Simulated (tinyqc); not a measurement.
Thin-body transistor below threshold, two-dimensional Poisson equation on a small mesh: one step of the calculation.

A thin body on a thick buried insulator of low permittivity, taken as carrying no normal field at the bottom of the body (row 0). Mobile charge is neglected (subthreshold), the body is fully depleted, and potentials are counted from the intrinsic level; rows run upward to the gate, columns from source to drain.

Question. Barrier, swing and barrier lowering. The barrier is read along row 0, the path farthest from the gate. Take the node j of lowest psi: barrier Vbi - psi_j; swing Vt ln 10/(d psi_j/dVg); DIBL = (d psi_j/dVd)/(d psi_j/dVg). The derivatives solve the same equations with s = 0 and a unit change of that voltage.

Parameters, values chosen for the exercise:
- T = 300 K (temperature)
- Vbi = 0.47 V (potential of the source)

Constants: q = 1.602176634e-19 C, kB = 1.380649e-23 J/K, Vt = kB T/q. Results are converted to the units shown.

converged psi (V):
```
               j=0          j=1          j=2          j=3          j=4          j=5          j=6
row 0   0.47000000   0.19888070   0.06489294   0.02966607   0.07364762   0.22245873   0.52000000
row 1   0.47000000   0.18981416   0.05836329   0.02442915   0.06671674   0.21262533   0.52000000
row 2   0.47000000   0.16108017   0.03893888   0.00911332   0.04608391   0.18144105   0.52000000
row 3   0.47000000   0.10764820   0.00730742  -0.01503505   0.01244128   0.12338710   0.52000000
row 4   0.20000000   0.03053345  -0.02671166  -0.03953879  -0.02381799   0.03945217   0.22500000
row 5  -0.07000000  -0.07000000  -0.07000000  -0.07000000  -0.07000000  -0.07000000  -0.07000000
```

d psi/dVg on row 0: j=0 0.00000000, j=1 0.50323944, j=2 0.75350393, j=3 0.82359988, j=4 0.75350393, j=5 0.50323944, j=6 0.00000000
d psi/dVd on row 0: j=0 0.0000000, j=1 0.0126000, j=2 0.0357012, j=3 0.0882001, j=4 0.2107948, j=5 0.4841605, j=6 1.0000000

Give: j; barrier; swing; DIBL.

Answer.

j = 3
barrier = 0.4403 V
swing = 72.28 mV/decade
DIBL = 107.1 mV/V

Numbers from tinyqc (`OMP_NUM_THREADS=1 python tinyqc.py 2480107 2480108 out.jsonl`; about 0.1 s on one thread of a shared Intel Xeon 2.30GHz).
